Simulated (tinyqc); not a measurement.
Schottky emission and Poole-Frenkel conduction in an insulator, and how to tell them apart: two steps of the calculation.

Schottky emission (electrode-limited): J = As T^2 exp[-(pb - b sqrt(F))/Vt], b = sqrt(q/(4 pi eps0 ei)). Poole-Frenkel emission (bulk-limited): J = s0 F exp[-(pt - 2 b sqrt(F))/Vt]. F in V/cm.

Values chosen for this exercise; dielectric values close to those of zirconium oxide: temperature T = 350 K; high-frequency relative permittivity ei = 4.57; static relative permittivity es = 24.8; trap depth pt = 0.91 eV; Poole-Frenkel prefactor s0 = 9.9 S/cm; electrode barrier pb = 1.44 eV; Richardson constant As = 13 A/(cm^2 K^2); field F = 0.9 MV/cm.

Constants: q = 1.602176634e-19 C, kB = 1.380649e-23 J/K, Vt = kB T/q, eps0 = 8.8541878128e-14 F/cm where lengths are in cm. Results are converted to the units shown.

Task 1. Both currents at one field. Lowerings b sqrt(F) and 2 b sqrt(F); the image-force maximum lies at sqrt(q/(16 pi eps0 ei F)) from the electrode.

Find: Schottky lowering; position of the barrier top; Poole-Frenkel lowering; J, Schottky; J, Poole-Frenkel.

Result 1.

Schottky lowering = 168.4 meV
position of the barrier top = 0.9355 nm
Poole-Frenkel lowering = 336.8 meV
J, Schottky = 7.795e-13 A/cm^2
J, Poole-Frenkel = 0.04967 A/cm^2

Injection and bulk transport act in series, so the smaller capacity limits the current: here the electrode, by a factor of 6.37e10.

Task 2. Which mechanism made these data. The data come from another sample of the same dielectric, in which one mechanism alone limits the current. Fit straight lines by least squares: ln J on sqrt(F) (Schottky plot, slope b/Vt) and ln(J/F) on sqrt(F) (Poole-Frenkel plot, slope 2 b/Vt), F in V/cm, and read a permittivity from each slope. The right mechanism gives a value near ei, and in any case between ei and es.

| point | F (MV/cm) | J (A/cm^2) |
|---|---|---|
| 0 | 0.92 | 3.98e-14 |
| 1 | 1.48 | 1.81e-13 |
| 2 | 2.03 | 6.166e-13 |
| 3 | 2.59 | 1.827e-12 |
| 4 | 3.14 | 4.759e-12 |
| 5 | 3.7 | 1.161e-11 |

Give: slope of the Schottky plot; permittivity read as Schottky; slope of the Poole-Frenkel plot; permittivity read as Poole-Frenkel.

Result 2.

slope of the Schottky plot = 0.0058855 (cm/V)^0.5
permittivity read as Schottky = 4.5698
slope of the Poole-Frenkel plot = 0.0044535 (cm/V)^0.5
permittivity read as Poole-Frenkel = 31.925

Both plots are nearly straight, so straightness decides nothing. Read as Schottky the data give 4.57, which matches ei = 4.57; read as Poole-Frenkel they give 31.9, above even the static value 24.8. The data were made by Schottky emission.

tinyqc, about 0.01 s, one thread, Intel Xeon 2.30GHz (shared host): `OMP_NUM_THREADS=1 python tinyqc.py 2370081 2370082 out.jsonl`
